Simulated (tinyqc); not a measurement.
Inside a calculation. Method: plane-wave Kohn-Sham cycle with exchange-only LDA in a layered model solid. Computed by tinyqc, a small Python program that keeps every step. Settings: points = 16, plane-wave index or count = 2, electrons = 2, k points = 1, area = 30.0, mixing = 0.5, iteration cap = 56, Kerker q0 = 1.07. Command: `OMP_NUM_THREADS=1 python tinyqc.py 20739 20740 out.jsonl` (the two numbers bound the seeds that draw the settings). One thread of a shared host (Intel(R) Xeon(R) Processor @ 2.60GHz), about 0.02 s of CPU time with the checks.

A solid whose potential varies along x alone (atomic units):
```
parameter                      value
period a                   12.000000
cross-section of the cell  30.000000
electrons per cell                 2
grid points                       16
plane waves -n..n, n               2
k points                           1
V1 in V1 cos(2 pi x/a)     -0.770000
V2 in V2 cos(4 pi x/a)     -0.080000
```

Stop when sqrt(dV sum R^2) is below 1e-8, dV = a A/N.

Course of the cycle:
```
iteration  E (hartree)  norm of the residual
1          -1.42635654              1.48e-01
2          -1.37287062              1.27e-01
3          -1.32768260              1.10e-01
4          -1.29094875              9.70e-02
5          -1.26142507              8.58e-02
6          -1.23779892              7.63e-02
7          -1.21893083              6.82e-02
8          -1.20388131              6.10e-02
9          -1.19189012              5.47e-02
10         -1.18234676              4.91e-02
11         -1.17476205              4.41e-02
...                ...                   ...
46         -1.14718163              1.05e-03
47         -1.14718663              9.45e-04
48         -1.14719110              8.49e-04
49         -1.14719506              7.64e-04
50         -1.14719855              6.87e-04
51         -1.14720161              6.18e-04
52         -1.14720428              5.56e-04
53         -1.14720661              5.00e-04
54         -1.14720863              4.50e-04
55         -1.14721037              4.05e-04
56         -1.14721186              3.64e-04
```

Can the last value be used, and what does the course show?

Not by the stop rule, although the second column moves by less than 1e-05 over the last three steps. Not converged within 56 iterations: the residual falls steadily but slowly, by a factor of about 0.90 a step. Reruns (cap 100 unless said): mixing 0.1: not converged; mixing 0.5, Kerker q0 1.0: not converged; mixing 0.3, Pulay depth 5: converged in 11 (E = -1.14722); the original settings with a cap of 400: converged in 157 (E = -1.14722).
